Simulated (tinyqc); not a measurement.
Hall effect and magnetoresistance of several carrier groups with constant relaxation times: one step, computed by the program tinyqc.

Group 1 has charge -e and group 2 charge +e; s_i is that sign. B lies along z; mu B is formed with mu in m^2/(V s).

Question. Resistivity, Hall coefficient and magnetoresistance. rho_xx = sigma_xx/(sigma_xx^2 + sigma_xy^2); Hall coefficient R_H = sigma_xy/(B (sigma_xx^2 + sigma_xy^2)), with B in V s/cm^2 (1 T = 1e-4 V s/cm^2); magnetoresistance MR = rho_xx(B)/rho_xx(0) - 1. Apparent density 1/(e |R_H|); Hall mobility |R_H|/rho_xx.

Inputs (values chosen for the exercise, for a model conductor): magnetic field B = 5.4 T.

Carriers: electrons and holes. Densities: per volume.

sigma_xx = 0.7742949 S/cm

sigma_xy = -0.2663472 S/cm

sigma at B = 0 = 3.834329 S/cm

Constants: e = 1.602176634e-19 C.

Give: rho_xx; Hall coefficient R_H; magnetoresistance MR; apparent density; Hall mobility.

Answer.

rho_xx = 1.1548 ohm cm

Hall coefficient R_H = -735.65 cm^3/C

magnetoresistance MR = 342.81 %

apparent density = 8.4843e+15 1/cm^3

Hall mobility = 637.01 cm^2/(V s)
